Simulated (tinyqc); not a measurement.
Localisation in a chain with random site energies (transfer matrices), step by step. Values are carried at full precision from step to step, so a last printed digit may differ when a step is redone from the rounded ones.

Hopping -t; leads with site energy 0, E = -2t cos(ka). psi_(j+1) = ((e_j - E)/t) psi_j - psi_(j-1), a product of matrices M_j = [[(e_j - E)/t, -1], [1, 0]]. For M = M_N ... M_1 the transmission is T = 4 sin^2(ka)/|M21 - M12 + M22 exp(ika) - M11 exp(-ika)|^2. Long samples draw e_j = W (x_j/2147483647 - 1/2) from x_j = 16807 x_(j-1) mod 2147483647, starting at x0. The localisation length xi, in sites, is defined by ln T = -2N/xi on average; weak disorder gives xi = 24 (4t^2 - E^2)/W^2, and the mean free path for backscattering is xi/2.

Parameters, chosen for this exercise:
- t = 0.69 eV (hopping)
- E = -0.63 eV (energy)
- e = (0.06, 0.27, -0.16, 0.22, 0.43, 0.08, -0.06) eV (site energies of the short sample)
- W = 1.32 eV (full width of the disorder)
- a = 3.5 angstrom (spacing)

## The product of transfer matrices

Multiply site by site and give T for each length.

Running product:
```
j  (e_j - E)/t      M11      M12      M21      M22       T
1       1.0000   1.0000  -1.0000   1.0000   0.0000  0.9976
2       1.3043   0.3043  -1.3043   1.0000  -1.0000  0.9585
3       0.6812  -0.7927   0.1115   0.3043  -1.3043  0.9092
4       1.2319  -1.2809   1.4417  -0.7927   0.1115  0.8702
5       1.5362  -1.1750   2.1033  -1.2809   1.4417  0.6528
6       1.0290   0.0718   0.7225  -1.1750   2.1033  0.6757
7       0.8261   1.2343  -1.5064   0.0718   0.7225  0.6543
```

T is 0.6543 for the whole sample and does not fall steadily (it rises at j = 6): reflected waves interfere. The determinant of M stays 1.

## The same sites added without interference

One site alone reflects R_j = e_j^2/(e_j^2 + 4t^2 - E^2); incoherent addition sums R/(1 - R), and T = 1/(1 + sum).

R_j: 0.0024  0.0461  0.0167  0.0311  0.1093  0.0042  0.0024

sum of R/(1 - R) = 0.2291
T without interference = 0.8136

The coherent product gives 0.6543 for this sample.

## Weak-disorder lengths

Form ka, xi, xi a and the mean free path xi a/2.

ka = 1.0967 rad
xi = 20.76 sites

lengths (nm): localisation 7.268, mean free path 3.634

The formula needs xi well above one site.

## Checks

- T from the product against the Green function: both 0.65432.

(tinyqc, `OMP_NUM_THREADS=1 python tinyqc.py 1482303 1482304 out.jsonl`, Intel(R) Xeon(R) Processor @ 2.30GHz, 1 thread, shared host, about 0.04 s.)
